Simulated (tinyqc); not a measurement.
From results back to parameters: donor level screened by free carriers (Yukawa potential). Four cases, with inputs chosen for the exercise.

Problem. With Debye screening alone, ks^2 = 4 pi q n/(eps kB T), 1e18/cm^3 = 1e-6/angstrom^3. The converged binding was computed from a hidden density.

Potential -(q/(eps r)) exp(-ks r), q = e^2/(4 pi eps0). In units Ry* = Ry m/eps^2 and a* = a0 eps/m the problem is [-Laplacian - 2 exp(-x r)/r] psi = E psi with x = ks a*.

Converged values use 18 functions exp(-z r), z = 1.55^i, i = -11 to 6: S = 2/A^3, H = z_i z_j S - 2/(A + x)^2, A = z_i + z_j.

Constants: e^2/(4 pi eps0) = 14.39964547 eV angstrom; kB = 8.617333262e-05 eV/K.

Case 1.

Values chosen (out of a larger set: near those of a donor in Ge, with one mean mass; not measured data): eps = 16.1 (dielectric constant); T = 200 K (temperature).

Ry* = 9.186 meV
a* = 48.68 angstrom
binding = 0.9274 meV

Case 2.

Values chosen (out of a larger set: near those of a donor in Si, with one mean mass; not measured data): eps = 11.5 (dielectric constant); T = 300 K (temperature).

Ry* = 32.818 meV
a* = 19.08 angstrom
binding = 16.7006 meV

Case 3.

Values chosen (out of a larger set: near those of a donor in GaAs, with one mean mass; not measured data): eps = 13 (dielectric constant); T = 300 K (temperature).

Ry* = 5.152 meV
a* = 107.49 angstrom
binding = 1.7941 meV

Case 4.

Values chosen (out of a larger set: near those of a donor in InP, with one mean mass; not measured data): eps = 12.4 (dielectric constant); T = 200 K (temperature).

Ry* = 7.079 meV
a* = 82.02 angstrom
binding = 3.9058 meV

Find: x; n.

Solution. The binding in Ry* falls steadily with x, so bisection gives x; then n = (x/a*)^2 eps kB T/(4 pi q).

Case 1.

x = 0.776
n = 0.39 x 1e18/cm^3

Case 2.

x = 0.305
n = 0.42 x 1e18/cm^3

Case 3.

x = 0.446
n = 0.032 x 1e18/cm^3

Case 4.

x = 0.272
n = 0.013 x 1e18/cm^3

Computed by tinyqc, one run a case: `OMP_NUM_THREADS=1 python tinyqc.py N N+1 out.jsonl` with N = 1282672, 1282738, 1282751, 1282794; one thread of a shared Intel(R) Xeon(R) Processor @ 2.30GHz, about 0.02 s a run at most.
